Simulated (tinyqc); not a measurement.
The weight eta from points of equal mobility.

Question. If the mobility depends on E = q (Ndep + eta Ns)/(eps0 eps_r) alone, two points of equal mobility on its falling branch have equal E. Find eta and E.

Parameters, values chosen for the exercise:

| symbol | value | unit | meaning |
|---|---|---|---|
| eps_r | 11.9 |  | relative permittivity of the semiconductor |

Constants: q = 1.602176634e-19 C, eps0 = 8.8541878128e-14 F/cm where lengths are in cm. Results are converted to the units shown.

Ndep at two body biases (cm^-2): 3.1987069e12  5.1390234e12
Ns at which the mobility is the same (cm^-2): 2e13  1.5781921e13

Answer. eta is the ratio of the differences of Ndep and Ns.

eta = 0.4600
E = 1.885 MV/cm

Program tinyqc, `OMP_NUM_THREADS=1 python tinyqc.py 2510104 2510105 out.jsonl`; Intel Xeon 2.30GHz, shared host, one thread, about 0.01 s.
